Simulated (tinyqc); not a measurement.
# Undoped symmetric double-gate MOSFET, analytic potential model: transfer curve and volume inversion

An undoped body of thickness ts between two equal insulators and tied gates; long channel, electrons only, n = ni exp((psi - V)/Vt) with V the quasi-Fermi potential (0 at the source, Vd at the drain), constant mobility, no quantisation. Across the body psi(x) = V - 2 Vt ln[(ts/(2 beta)) sqrt(q ni/(2 eps0 eps_r Vt)) cos(2 beta x/ts)], x from the centre. Q is the electron charge per area of the whole body.

ni = sqrt(Nc Nv) exp(-Eg/(2 Vt)), Eg in volts; r = eps_r tox/(eox ts); V0 = dphi + 2 Vt ln[(2/ts) sqrt(2 eps0 eps_r Vt/(q ni))]. beta (between 0 and pi/2) solves (Vg - V0 - V)/(2 Vt) = ln(beta) - ln(cos beta) + 2 r beta tan(beta). Q = 8 eps0 eps_r Vt beta tan(beta)/ts; I = mu (1/L)(4 eps0 eps_r/ts)(2 Vt)^2 [g(beta_s) - g(beta_d)] per width, g = beta tan(beta) - beta^2/2 + r beta^2 tan^2(beta), with beta_s at V = 0 and beta_d at V = Vd. The drop is psi(surface) - psi(centre) at the source end; C = dQs/dVg, Cg = 2 eps0 eox/tox; gm = dI/dVg.

Values chosen for this exercise; material values close to those of silicon: temperature T = 325 K; band gap Eg = 1.12 eV; relative permittivity of the semiconductor eps_r = 11.7; conduction-band density of states at T Nc = 3.15e19 cm^-3; valence-band density of states at T Nv = 3.01e19 cm^-3; relative permittivity of the gate insulator eox = 7.63; insulator thickness tox = 2.4 nm; body thickness ts = 25 nm; gate work function less that of the intrinsic body dphi = 0 V; channel mobility mu = 260 cm^2/(V s); gate length L = 0.5 um; drain voltage Vd = 0.3 V.

Constants: q = 1.602176634e-19 C, kB = 1.380649e-23 J/K, Vt = kB T/q, eps0 = 8.8541878128e-14 F/cm where lengths are in cm. Results are converted to the units shown.

Transfer curve and volume inversion:
```
Vg (V)	Qs (nC/cm^2)	drop (mV)	C/Cg	I (uA/um)	gm/I (1/V)
0.12	0.0018535	5.5912e-4	1.1755e-5	2.6993e-5	35.706
0.21	0.046064	0.013895	2.9198e-4	6.7104e-4	35.695
0.29	0.79349	0.23902	0.0049793	0.011617	35.516
0.38	16.104	4.7208	0.084405	0.25945	32.275
0.47	118.74	29.421	0.32896	2.9199	21.144
0.56	342.35	63.836	0.54192	13.284	13.390
0.64	617.32	89.729	0.66993	32.982	9.6617
0.73	981.45	112.34	0.75989	69.150	6.9492
0.82	1381.6	129.85	0.81555	118.10	5.0721
```

The current rises from 2.70e-5 to 118 uA/um. In the first row gm/I is 35.7 1/V, within 0.01 % of 1/Vt: with no depletion charge the whole body follows the gate, and the swing is ideal. The drop between surface and centre goes from 5.6e-4 to 130 mV and passes Vt at Vg = 0.47 V among the rows; below that the density varies across the body by less than a factor of e (volume inversion). C reaches 0.82 of Cg in the last row. For Vg = 0.64 to 0.82 V the surface density at the source passes 0.3 Nc, where Boltzmann statistics fail.

Numbers from tinyqc (`OMP_NUM_THREADS=1 python tinyqc.py 2440172 2440173 out.jsonl`; about 0.02 s on one thread of a shared Intel Xeon 2.30GHz).
